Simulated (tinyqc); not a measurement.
Strained alloy layer of InAs and GaAs on (001) InP, model-solid band line-up: one step of the calculation.

The layer is x parts of the first compound and 1 - x of the second, grown coherently on the third as substrate and barrier. Rows of the table: lattice constant a, average valence level Ea on an absolute scale, spin-orbit splitting so, gaps at Gamma, X and L, hydrostatic deformation potentials av and ac (Gamma), shear potential b, elastic constants, electron and heavy-hole (along z) masses. All are interpolated linearly in x; gaps get -C x (1 - x), taken wholly in the conduction band; real line-ups can differ from this model by 0.1 eV or more.

Task. Band edges and offsets. In-plane strain e = (a_substrate - a)/a, e_z = -2 (c12/c11) e, volume change 2 e + e_z. With v = 2 e + e_z and d = 2 b (e_z - e): Eav = Ea + av v; E_hh = Eav + so/3 - d/2; E_lh = Eav - so/6 + d/4 + sqrt(so^2 + so d + 9 d^2/4)/2; E_c = Ea + so/3 + EG + ac v (Gamma). Substrate: E_v = Ea + so/3, E_c = E_v + EG. Well depths: dEc = E_c(substrate) - E_c, dEhh = E_hh - E_v(substrate), dElh likewise; strained Gamma gap E_c - max(E_hh, E_lh); positive values confine carriers in the layer.

Parameters, values chosen for the exercise:
```
symbol  value  unit                                      meaning
x        0.76        fraction of the first compound in the layer
CG      0.477    eV                      bowing of the Gamma gap
CX        1.4    eV                          bowing of the X gap
CL       0.33    eV                          bowing of the L gap
```

Binary compounds, values chosen for the exercise:
```
              close to InAs  close to GaAs  close to InP
a (angstrom)          6.058          5.653         5.869
Ea (eV)               -6.67          -6.92         -7.04
so (eV)               0.384          0.343         0.111
EG (eV)               0.349           1.42          1.36
EX (eV)                1.37            1.9          2.22
EL (eV)                1.06           1.73          1.92
av (eV)                   1           1.15          1.29
ac (eV)               -5.08          -7.13         -5.11
b (eV)                 -1.8          -1.68          -1.7
c11 (GPa)              84.3            120           101
c12 (GPa)              45.2           53.5          56.3
me (m0)               0.023         0.0671        0.0799
mh (m0)               0.328           0.35         0.534
```

Wanted: d; E_hh; E_lh; E_c; strained Gamma gap; dEc; dEhh; dElh.

Result.

d = -0.1100 eV
E_hh = -6.566 eV
E_lh = -6.658 eV
E_c = -6.002 eV
strained Gamma gap = 0.5641 eV
dEc = 0.3588 eV
dEhh = 0.4370 eV
dElh = 0.3450 eV

The heavy-hole band lies on top, by 92.1 meV. At Gamma the line-up is type I, both carriers held in the layer.

Numbers from tinyqc (`OMP_NUM_THREADS=1 python tinyqc.py 2690173 2690174 out.jsonl`; about 0.01 s on one thread of a shared Intel Xeon 2.30GHz).
